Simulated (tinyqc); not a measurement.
Inputs raised by 2 %, one at a time: time-dependent dielectric breakdown: cell percolation, Weibull statistics, area scaling and voltage extrapolation. Computed by tinyqc, a small Python program. Command: `OMP_NUM_THREADS=1 python tinyqc.py 3008728 3008729 out.jsonl tddb sens`. One thread of a shared host (Intel(R) Xeon(R) Processor @ 2.30GHz), about 0.01 s of CPU time with the checks.

The oxide is divided into columns of area a^2, each holding m = t_ox/a cells (m is taken as continuous). A share lambda(t) = (t/t_1)^alpha of the cells is defective, and a column whose cells are all defective breaks down.

Inputs (values chosen for the exercise, for a model gate oxide):
```
quantity,value,unit
oxide thickness t_ox,3.9,nm
defect cell size a,1.4,nm
exponent alpha of defect growth,0.61,-
time t_1 at which the occupied share would reach 1,7.9e+06,s
test area A,0.1,um^2
product area A_u,2e+06,um^2
stress voltage V,5.26,V
use voltage V_u,2.9,V
local exponent n = -d ln t/d ln V at the stress voltage,38,-
activation energy E_a,0.67,eV
stress temperature T,105,C
use temperature T_u,85,C
allowed failure fraction F,1e-05,-
```

Voltage law used: power.

Constants: k_B = 8.617333262e-05 eV/K.

Method:
- Failure fraction F = 1 - (1 - lambda^m)^N with N = A/a^2 columns, which for small lambda^m is 1 - exp(-(t/t63)^beta) with beta = alpha m and t63 = t_1 N^(-1/beta); critical share lambda(t63) = N^(-1/m). 1 um^2 = 1e6 nm^2.
- All three voltage laws share the slope n at the stress voltage. Factor t(V_u)/t(V): E law exp(n (1 - V_u/V)); 1/E law exp(n (V/V_u - 1)); power law (V/V_u)^n.
- Temperatures in kelvin are T(C) + 273.15.
- Temperature factor exp[(E_a/k_B)(1/T_u - 1/T)]; area factor (A/A_u)^(1/beta); percentile factor (-ln(1 - F))^(1/beta); life = t63 x all four; 1 year = 3.15576e7 s.

Runs:
```
input moved,from,to,characteristic life t63 (s),Weibull slope beta,critical share of defective cells,area factor
base run,-,-,13403,1.699,0.02042,5.052e-05
oxide thickness t_ox (nm),3.9,3.978,15189,1.733,0.02204,6.134e-05
defect cell size a (nm),1.4,1.428,12081,1.666,0.01917,4.145e-05
exponent alpha of defect growth,0.61,0.6222,15189,1.733,0.02042,6.134e-05
time t_1 at which the occupied share would reach 1 (s),7900000,8058000,13671,1.699,0.02042,5.052e-05
product area A_u (um^2),2000000,2040000,13403,1.699,0.02042,4.994e-05
local exponent n = -d ln t/d ln V at the stress voltage,38,38.76,13403,1.699,0.02042,5.052e-05
activation energy E_a (eV),0.67,0.6834,13403,1.699,0.02042,5.052e-05
```

Exponents ln(y'/y) / ln(x'/x):
```
input,characteristic life t63,Weibull slope beta,critical share of defective cells,area factor
oxide thickness t_ox,6.316,1,3.853,9.796
defect cell size a,-5.242,-1,-3.198,-9.992
exponent alpha of defect growth,6.316,1,0.000,9.796
time t_1 at which the occupied share would reach 1,1.000,0,0.000,0.000
product area A_u,0.000,0,0.000,-0.588
local exponent n = -d ln t/d ln V at the stress voltage,0.000,0,0.000,0.000
activation energy E_a,0.000,0,0.000,0.000
```

To which inputs is each result most sensitive?

Among the inputs moved here: characteristic life t63 answers most in size to oxide thickness t_ox (exponent +6.316), and about equally to exponent alpha of defect growth (+6.316); its exponent is below 0.0005 for product area A_u, local exponent n = -d ln t/d ln V at the stress voltage, activation energy E_a. Weibull slope beta answers most in size to oxide thickness t_ox (exponent +1.000), and about equally to defect cell size a (-1.000), exponent alpha of defect growth (+1.000); its exponent is below 0.0005 for time t_1 at which the occupied share would reach 1, product area A_u, local exponent n = -d ln t/d ln V at the stress voltage, activation energy E_a. Its exponent +1.000 in oxide thickness t_ox: beta = alpha t_ox/a. Its exponent -1.000 in defect cell size a: beta = alpha t_ox/a. Critical share of defective cells answers most in size to oxide thickness t_ox (exponent +3.853), next to defect cell size a (-3.198); its exponent is below 0.0005 for exponent alpha of defect growth, time t_1 at which the occupied share would reach 1, product area A_u, local exponent n = -d ln t/d ln V at the stress voltage, activation energy E_a. Area factor answers most in size to defect cell size a (exponent -9.992), and about equally to oxide thickness t_ox (+9.796), exponent alpha of defect growth (+9.796); its exponent is below 0.0005 for time t_1 at which the occupied share would reach 1, local exponent n = -d ln t/d ln V at the stress voltage, activation energy E_a.

Caution (all rows): t_1 is an input here; in a real oxide it changes with thickness at fixed voltage.
